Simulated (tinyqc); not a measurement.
Abrupt p-n junction, non-linear Poisson equation by Newton steps: one step of the calculation.

One dimension, p side on the left, n side on the right; net doping C = -Na for x < 0 and +Nd for x > 0. The potential psi is counted from the intrinsic level, and the quasi-Fermi potentials are flat: 0 for holes and -V for electrons, so n = ni exp((psi + V)/Vt) and p = ni exp(-psi/Vt) (Boltzmann statistics, full ionisation, no current).

Problem. Densities, residual and Jacobian diagonal. n_i = ni exp((psi_i + V)/Vt), p_i = ni exp(-psi_i/Vt), rho_i = p_i - n_i + C_i, g_i = (n_i + p_i)/Vt. Box widths w_i = (h_(i-1) + h_i)/2 in cm. Residual F_i = a_i (psi_(i+1) - psi_i) - a_(i-1) (psi_i - psi_(i-1)) + q rho_i w_i; Jacobian: a_(i-1) and a_i beside the diagonal, b_i = -a_(i-1) - a_i - q g_i w_i on it. The two end nodes are fixed.

Parameters, values chosen for the exercise:

| symbol | value | unit | meaning |
|---|---|---|---|
| T | 300 | K | temperature |
| V | 0 | V | bias of the p side against the n side |

Constants: q = 1.602176634e-19 C, kB = 1.380649e-23 J/K, Vt = kB T/q. Results are converted to the units shown.

| node | x (nm) | psi at the start (V) | net doping C (cm^-3) |
|---|---|---|---|
| 0 | -2560 | -1.4035954 | -1.8e15 |
| 1 | -1370 | -0.1369994 | -1.8e15 |
| 2 | -728 | 0.5463238 | -1.8e15 |
| 3 | -381 | 0.9156589 | -1.8e15 |
| 4 | -194 | 1.1146954 | -1.8e15 |
| 5 | -92.4 | 1.2228350 | -1.8e15 |
| 6 | -37.6 | 1.2811623 | -1.8e15 |
| 7 | -8 | 1.3126676 | -1.8e15 |
| 8 | 8 | 1.3296974 | 6.1e16 |
| 9 | 26.2 | 1.3490689 | 6.1e16 |
| 10 | 46.9 | 1.3711013 | 6.1e16 |
| 11 | 70.5 | 1.3962203 | 6.1e16 |
| 12 | 97.4 | 1.4248518 | 6.1e16 |
| 13 | 128 | 1.4574214 | 6.1e16 |
| 14 | 163 | 1.4946742 | 6.1e16 |

| interval | coupling a_i (F/cm^2) |
|---|---|
| 0 | 7.2098386e-9 |
| 1 | 1.3364031e-8 |
| 2 | 2.4725383e-8 |
| 3 | 4.5880791e-8 |
| 4 | 8.4445945e-8 |
| 5 | 1.5656401e-7 |
| 6 | 2.8985500e-7 |
| 7 | 5.3623175e-7 |
| 8 | 4.7141253e-7 |
| 9 | 4.1447865e-7 |
| 10 | 3.6354695e-7 |
| 11 | 3.1894825e-7 |
| 12 | 2.8038261e-7 |
| 13 | 2.4513451e-7 |

ni = 4.7414186e-9 cm^-3

Wanted: n; p; residual F; diagonal b.

Solution.

| node | n (cm^-3) | p (cm^-3) |
|---|---|---|
| 0 | 1.2489e-32 | 1.8000e15 |
| 1 | 2.3682e-11 | 9.4929e-7 |
| 2 | 7.1408 | 3.1483e-18 |
| 3 | 1.1437e7 | 1.9657e-24 |
| 4 | 2.5233e10 | 8.9094e-28 |
| 5 | 1.6544e12 | 1.3589e-29 |
| 6 | 1.5794e13 | 1.4234e-30 |
| 7 | 5.3426e13 | 4.2079e-31 |
| 8 | 1.0324e14 | 2.1776e-31 |
| 9 | 2.1841e14 | 1.0293e-31 |
| 10 | 5.1215e14 | 4.3896e-32 |
| 11 | 1.3532e15 | 1.6613e-32 |
| 12 | 4.0960e15 | 5.4885e-33 |
| 13 | 1.4438e16 | 1.5571e-33 |
| 14 | 6.1000e16 | 3.6854e-34 |

| node | residual F (1e-8 C/cm^2) | diagonal b (F/cm^2) |
|---|---|---|
| 1 | -2.6417 | -2.0574e-8 |
| 2 | -1.4261 | -3.8089e-8 |
| 3 | -0.7700 | -7.0606e-8 |
| 4 | -0.4162 | -1.3033e-7 |
| 5 | -0.2257 | -2.4109e-7 |
| 6 | -0.1228 | -4.4683e-7 |
| 7 | -0.0677 | -8.2684e-7 |
| 8 | 1.6684 | -1.0087e-6 |
| 9 | 1.8941 | -8.8852e-7 |
| 10 | 2.1466 | -7.8506e-7 |
| 11 | 2.4130 | -7.0367e-7 |
| 12 | 2.6211 | -6.7231e-7 |
| 13 | 2.4469 | -8.1901e-7 |

tinyqc, about 0.03 s, one thread, Intel Xeon 2.30GHz (shared host): `OMP_NUM_THREADS=1 python tinyqc.py 2000092 2000093 out.jsonl`
